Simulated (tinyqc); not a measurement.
# Permittivity of the insulator from five potentials

Inverse problem. A node lies on a semiconductor-insulator interface. Steps: hs = tb/1 down into the semiconductor, ho = tox/1 up into the insulator, hy = L/4 sideways. The flux balance of its box reads eox (hy/ho)(above - node) + eps_r (hy/hs)(below - node) + [(eps_r hs + eox ho)/(2 hy)](left + right - 2 node) - q Na (hs/2) hy/eps0 = 0. Find eox.

Values chosen for this exercise; semiconductor permittivity close to that of silicon:
- eps_r = 11.8 (relative permittivity of the semiconductor)
- tb = 5 nm (half the body thickness)
- tox = 2.2 nm (insulator thickness)
- L = 25 nm (channel length)
- Na = 0 cm^-3 (acceptor density of the depleted body)

Constants: q = 1.602176634e-19 C, eps0 = 8.8541878128e-14 F/cm where lengths are in cm. Results are converted to the units shown.

psi (V): node 0.60340620, above 0.06, below 0.75757572, left 0.31982315, right 1.58

Solution. The balance is linear in eox.

eox = 3.900

Numbers from tinyqc (`OMP_NUM_THREADS=1 python tinyqc.py 2480165 2480166 out.jsonl`; about 0.2 s on one thread of a shared Intel Xeon 2.30GHz).
